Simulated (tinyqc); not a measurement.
Trap density and cross-section from the conductance peak.

Problem. For a continuum of interface traps on an n-type substrate Gp/w peaks at 2 pi f tau = 1.9803 with the height 0.40237 q Dit, and tau = 1/(sn vth Nd exp(psi/Vt)) with psi = ps. Find Dit, tau and sn.

Parameters, values chosen for the exercise: temperature T = 350 K; donor density Nd = 5.6e16 cm^-3; band bending psi ps = -0.24 V; thermal velocity vth = 4.8e7 cm/s.

Constants: q = 1.602176634e-19 C, kB = 1.380649e-23 J/K, Vt = kB T/q. Results are converted to the units shown.

peak Gp/w = 4.5126747 nF/cm^2
frequency of the peak = 3855.4568 Hz

Solution. The height gives Dit, the position tau, and tau with the surface density gives sn.

Dit = 7.000e10 cm^-2 eV^-1
tau = 8.175e-5 s
sn = 1.300e-17 cm^2

Program tinyqc, `OMP_NUM_THREADS=1 python tinyqc.py 2030160 2030161 out.jsonl`; Intel Xeon 2.30GHz, shared host, one thread, about 0.02 s.
